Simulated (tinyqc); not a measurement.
# Long-channel MOSFET, surface-potential model, step by step

Numbers from tinyqc (`OMP_NUM_THREADS=1 python tinyqc.py 2360052 2360053 out.jsonl`; about 0.04 s on one thread of a shared Intel Xeon 2.30GHz). Printed values are rounded.

n-channel transistor on a uniformly doped p-type body, gradual-channel approximation, constant mobility, Boltzmann statistics, full ionisation. Potentials are counted from the neutral body; V is the electron quasi-Fermi potential, Vsb at the source and Vsb + Vds at the drain. Charges are magnitudes per area.

Values chosen for this exercise; material values close to those of gallium nitride:
- T = 250 K (temperature)
- Eg = 3.35 eV (band gap)
- eps_r = 9.42 (relative permittivity of the semiconductor)
- Nc = 1.72e18 cm^-3 (conduction-band density of states at T)
- Nv = 3.51e19 cm^-3 (valence-band density of states at T)
- Na = 4.3e16 cm^-3 (acceptor density of the body)
- eox = 3.76 (relative permittivity of the gate insulator)
- tox = 23 nm (insulator thickness)
- Vfb = -1.26 V (flat-band voltage)
- mu = 460 cm^2/(V s) (channel mobility)
- W = 10 um (gate width)
- L = 5 um (gate length)
- Vsb = 0 V (source-body reverse bias)
- Vgs = 3.6 V (gate-source voltage)
- Vds = 0.8 V (drain-source voltage)

Constants: q = 1.602176634e-19 C, kB = 1.380649e-23 J/K, Vt = kB T/q, eps0 = 8.8541878128e-14 F/cm where lengths are in cm. Results are converted to the units shown.

Range of the model: The surface electron density at the source passes 0.3 Nc, where degeneracy, left out here, matters.

## Body potential, insulator capacitance and body factor

ni = sqrt(Nc Nv) exp(-Eg/(2 Vt)), Eg in volts; phiF = Vt ln(Na/ni); Cox = eps0 eox/tox; gamma = sqrt(2 q eps0 eps_r Na)/Cox. VT = Vfb + 2 phiF + gamma sqrt(2 phiF + Vsb), m = 1 + gamma/(2 sqrt(2 phiF + Vsb)).

ni = 1.33016e-15 cm^-3
phiF = 1.56304 V
Cox = 0.144747 uF/cm^2
gamma = 0.740620 V^0.5
VT = 3.17556 V
m = 1.20944

## Iteration 1: surface potential at the source by Newton steps

psi at the start (the smaller of 2 phiF + Vsb + 4 Vt and the root without inversion charge) = 3.21226 V

With V = Vsb: G = psi - Vt + Vt e, e = exp((psi - 2 phiF - Vsb)/Vt); f = Vgs + Vsb - Vfb - psi - gamma sqrt(G); f' = -1 - gamma (1 + e)/(2 sqrt(G)); psi(new) = psi - f/f'.

G = 4.36696 V
f = 0.100047 V
f' = -10.8524
psi after iteration 1 = 3.22148 V

## Iteration 2: surface potential at the source by Newton steps

As before.

G = 5.00437 V
f = -0.0182786 V
f' = -15.0305
psi after iteration 2 = 3.22026 V

## Course of the iteration: surface potential at the source by Newton steps

Stop when psi changes by less than 1e-10 V, or after 40 iterations.

Course of the iteration:

| iteration | psi (V) | \|change\| (V) |
|---|---|---|
| 1 | 3.22148 | 9.22e-3 |
| 2 | 3.22026 | 1.22e-3 |
| 3 | 3.22024 | 2.66e-5 |
| 4 | 3.22024 | 1.24e-8 |
| 5 | 3.22024 | 2.66e-15 |

Converged in 5 iterations. At the end the number of correct digits about doubles with each step.

## Charges and current of the charge-sheet model

psi_0 = 3.22024 V
psi_L = 3.48223 V

psi_0 and psi_L solve Vgs + Vsb - Vfb - psi = gamma sqrt(G) at V = Vsb and Vsb + Vds. Qi = Cox gamma [sqrt(G) - sqrt(psi - Vt)], G = psi - Vt + Vt exp((psi - 2 phiF - V)/Vt), at both ends. With U = Vgs + Vsb - Vfb: drift = mu (W/L) Cox [U (psi_L - psi_0) - (psi_L^2 - psi_0^2)/2 - (2/3) gamma ((psi_L - Vt)^1.5 - (psi_0 - Vt)^1.5)]; diffusion = mu (W/L) Vt (Qi0 - QiL).

Qi0 = 45.6202 nC/cm^2
QiL = 7.00097e-10 nC/cm^2
drift current = 5.49194 uA
diffusion current = 0.904187 uA
drain current = 6.39613 uA

Drift carries 85.9 % of the current. The drain end is pinched off: its charge is under 1 % of that at the source.

## Inversion charge along the channel

| point | V (V) |
|---|---|
| 0 | 0 |
| 1 | 0.1 |
| 2 | 0.2 |
| 3 | 0.3 |
| 4 | 0.4 |
| 5 | 0.5 |
| 6 | 0.6 |
| 7 | 0.7 |
| 8 | 0.8 |

The surface potential psi at channel potential V solves Vgs + Vsb - Vfb - psi = gamma sqrt(G), G = psi - Vt + Vt exp((psi - 2 phiF - V)/Vt). Charge sheet: Qi = Cox gamma [sqrt(G) - sqrt(psi - Vt)]. Pao-Sah: Qi = (Cox gamma/2) integral from 3 Vt to psi of exp((u - 2 phiF - V)/Vt)/sqrt(G(u, V)) du.

| point | psi (V) | Qi, charge sheet (nC/cm^2) | Qi, Pao-Sah (nC/cm^2) |
|---|---|---|---|
| 0 | 3.22024 | 45.6202 | 45.7669 |
| 1 | 3.31057 | 29.8555 | 29.9507 |
| 2 | 3.39537 | 15.0918 | 15.1395 |
| 3 | 3.46274 | 3.38347 | 3.39412 |
| 4 | 3.48177 | 0.0793468 | 0.0795962 |
| 5 | 3.48223 | 7.81270e-4 | 7.83724e-4 |
| 6 | 3.48223 | 7.53321e-6 | 7.55688e-6 |
| 7 | 3.48223 | 7.26222e-8 | 7.28504e-8 |
| 8 | 3.48223 | 7.00097e-10 | 7.02297e-10 |

At the source the charge-sheet charge is 0.32 % below the Pao-Sah one.

## Pao-Sah current by Simpson's rule

I = mu (W/L) integral of Qi dV; Simpson's rule on the 9 points, step Vds/8, weights 1, 4, 2, ..., 4, 1 times step/3.

Pao-Sah current = 6.42735 uA

Gauss-Legendre quadrature on many points gives 6.449 uA, so this value is 0.34 % below it; the charge-sheet current, 6.396 uA, is 0.82 % below it.
